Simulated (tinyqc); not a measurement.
From ground-state energy back to hopping t: Holstein polaron on two sites. Computed by tinyqc, a small Python program. Command: `OMP_NUM_THREADS=1 python tinyqc.py 3018560 3018561 out.jsonl holstein inv`. One thread of a shared host (Intel(R) Xeon(R) Processor @ 2.30GHz), about 0.05 s of CPU time with the checks.

One electron on sites 1 and 2: H = -t (c1+ c2 + c2+ c1) + hbar omega sum_i b_i+ b_i - g hbar omega sum_i n_i (b_i + b_i+). The symmetric phonon shifts the energy by -g^2 hbar omega/2 and drops out; with b = (b_1 - b_2)/sqrt(2) there remains H = -t sigma_x + hbar omega b+ b - (g hbar omega/sqrt(2)) sigma_z (b + b+). Parity splits it into blocks p = +1 and -1 over phonon numbers n. Zero-point energies are left out. Weights Z refer to mode b alone; the displaced symmetric mode multiplies the full zero-phonon weight by exp(-g^2/2).

Inputs (values chosen for the exercise, for a model dimer): phonon energy hbar omega = 70 meV; coupling g = 1.36.

Method. Block p: H_nn = n hbar omega - p t (-1)^n - g^2 hbar omega/2, H_(n,n+1) = -(g hbar omega/sqrt(2)) sqrt(n + 1). Use 60 levels in both blocks; Z = c_0^2 is the weight of n = 0 in the ground state c; the splitting is the lowest odd level less the lowest even one, which without coupling is the smaller of 2t and hbar omega; <sigma_x> = sum (-1)^n c_n^2 measures the kinetic energy.

Question. A run gave the result below. Find the hopping t, known to lie between 27 and 57 meV.

ground-state energy = -141.8922 meV

Answer.

Each step takes the trial c = (a f_b - b f_a)/(f_b - f_a), f being the result less the target and a, b, c the logarithms of the listed values; c replaces end b, the old b replaces a if the sign of f changed, and otherwise f_a is halved.

Scan of the range:
```
hopping t (meV)  ground-state energy (meV)
27.0                              -137.300
30.6                              -138.863
34.6                              -140.732
39.2                              -143.045
44.4                              -145.861
50.3                              -149.297
57.0                              -153.481
```

False position (Illinois rule, in the logarithm of the input) inside the bracket:
```
step    end a    end b    trial  ground-state energy (meV)
1     34.6000  39.2000  36.8357                   -141.835
2     39.2000  36.8357  36.9447                   -141.890
3     39.2000  36.9447  36.9549                   -141.895
4     36.9447  36.9549  36.9501                   -141.892
5     36.9549  36.9501  36.9501                   -141.892
```

Ground-state energy falls at every point of a 13-point scan of the range (every second point is shown), so one value fits; it is bracketed by 34.6 and 39.2. Answer: hopping t = 36.95 meV.
